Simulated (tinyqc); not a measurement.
# Undoped symmetric double-gate MOSFET, analytic potential model: effect of the insulator thickness

An undoped body of thickness ts between two equal insulators and tied gates; long channel, electrons only, n = ni exp((psi - V)/Vt) with V the quasi-Fermi potential (0 at the source, Vd at the drain), constant mobility, no quantisation. Across the body psi(x) = V - 2 Vt ln[(ts/(2 beta)) sqrt(q ni/(2 eps0 eps_r Vt)) cos(2 beta x/ts)], x from the centre. Q is the electron charge per area of the whole body.

ni = sqrt(Nc Nv) exp(-Eg/(2 Vt)), Eg in volts; r = eps_r tox/(eox ts); V0 = dphi + 2 Vt ln[(2/ts) sqrt(2 eps0 eps_r Vt/(q ni))]. beta (between 0 and pi/2) solves (Vg - V0 - V)/(2 Vt) = ln(beta) - ln(cos beta) + 2 r beta tan(beta). Q = 8 eps0 eps_r Vt beta tan(beta)/ts; I = mu (1/L)(4 eps0 eps_r/ts)(2 Vt)^2 [g(beta_s) - g(beta_d)] per width, g = beta tan(beta) - beta^2/2 + r beta^2 tan^2(beta), with beta_s at V = 0 and beta_d at V = Vd.  I(low) is taken at Vg = 0.32 V, Qs and I(high) at Vg = 1.07 V.

Values chosen for this exercise; material values close to those of silicon:

| symbol | value | unit | meaning |
|---|---|---|---|
| T | 400 | K | temperature |
| Eg | 1.13 | eV | band gap |
| eps_r | 11.7 |  | relative permittivity of the semiconductor |
| Nc | 4.33e19 | cm^-3 | conduction-band density of states at T |
| Nv | 4.02e19 | cm^-3 | valence-band density of states at T |
| eox | 4.08 |  | relative permittivity of the gate insulator |
| ts | 6 | nm | body thickness |
| dphi | 0.08 | V | gate work function less that of the intrinsic body |
| mu | 120 | cm^2/(V s) | channel mobility |
| L | 0.2 | um | gate length |
| Vd | 0.8 | V | drain voltage |

Constants: q = 1.602176634e-19 C, kB = 1.380649e-23 J/K, Vt = kB T/q, eps0 = 8.8541878128e-14 F/cm where lengths are in cm. Results are converted to the units shown.

The same in every row: V0 (V) = 0.5715.

Effect of the insulator thickness:
```
tox (nm)  I(low) (nA/um)  Qs(high) (nC/cm^2)  I(high) (uA/um)
1.3                6.661                2174            328.4
1.8                6.659                1642            254.5
2.6                6.655                1191            189.6
3.8                6.650               852.2            139.1
5.5                6.643               612.6            102.3
7.9                6.633               441.8            75.41
11                 6.620               326.8            56.84
```

Read the table: what changes, and by how much?

As tox goes from 1.3 to 11 nm, I(low) falls from 6.66 to 6.62 nA/um and I(high) falls from 328 to 56.8 uA/um. On average I(low) is independent of tox and I(high) goes as tox^(-0.82). Below threshold no voltage drops over the insulator in this long-channel model, so its thickness does not matter there. For tox = 1.3 to 3.8 nm the surface density at the source at the higher gate voltage passes 0.3 Nc, where Boltzmann statistics fail. In every row the body is thin enough for quantum confinement, left out here, to raise the threshold.

Computed by the program tinyqc: `OMP_NUM_THREADS=1 python tinyqc.py 2440160 2440161 out.jsonl`, one thread of a shared Intel Xeon 2.30GHz, about 0.03 s for the whole run.
